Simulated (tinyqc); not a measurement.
From one barrier to a miniband: Kronig-Penney superlattice by transfer matrices.

Wells (width a, potential 0, mass mw) alternate with barriers (width b, height V0, mass mb); period d = a + b; c = hbar^2/2m0. The vector (psi, psi'/m) is continuous, and a layer of thickness t carries it by M = [[cos kt, (m/k) sin kt], [-(k/m) sin kt, cos kt]] with k = sqrt(m (E - V)/c); for E < V, k = i kappa gives [[cosh, (m/kappa) sinh], [(kappa/m) sinh, cosh]] of kappa t. A Bloch state obeys cos(q d) = tr(Mb Mw)/2.

Constants: hbar^2/2m0 = 3.80998211 eV angstrom^2.

Inputs chosen for the exercise (near those of an InGaAs superlattice with barriers of InAlAs; the results hold for these values, not for the real material): a = 68 angstrom (well width); b = 14 angstrom (barrier width); V0 = 0.52 eV (barrier height); mw = 0.0407 m0 (mass in the wells); mb = 0.0751 m0 (mass in the barriers).

Transmission through N barriers separated by wells, between leads of the well material: T = 4/[(M11 + M22)^2 + (u M12 - M21/u)^2] with u = k/mw and M the product over all layers; twelve evenly spaced energies around the first miniband.

Transmission:
```
E (eV)    tr M/2 of a period  N = 1    N = 2     N = 4     N = 8
0.036658               2.521  0.114  0.00502  9.20e-06  3.09e-11
0.046429               1.851  0.137   0.0115  8.48e-05  4.65e-09
0.056200               1.257  0.159   0.0291   0.00160  5.76e-06
0.065971               0.733  0.179   0.0922     0.815     0.531
0.075742               0.275  0.198    0.450     0.221     0.266
0.085513              -0.124  0.215    0.816     0.541     0.276
0.095285              -0.468  0.231    0.255     0.213     0.334
0.105056              -0.760  0.246    0.124     0.593     0.287
0.114827              -1.006  0.260   0.0797    0.0203   0.00434
0.124598              -1.208  0.273   0.0603   0.00434  2.69e-05
0.134369              -1.371  0.285   0.0503   0.00174  2.15e-06
0.144140              -1.498  0.296   0.0448  0.000962  4.42e-07
```

What does the comparison show?

5 of the energies lie in the miniband (|tr M/2| <= 1); there T for N = 8 runs between 0.266 and 0.531. In the gaps it falls with N: at E = 0.1441 eV from 0.000962 (N = 4) to 4.42e-07 (N = 8), a slope of ln T of -1.92 a period, against -2 arccosh|tr M/2| = -1.92.

tinyqc: `OMP_NUM_THREADS=1 python tinyqc.py 1250997 1250998 out.jsonl`; about 0.05 s, one thread, shared Intel(R) Xeon(R) Processor @ 2.30GHz.
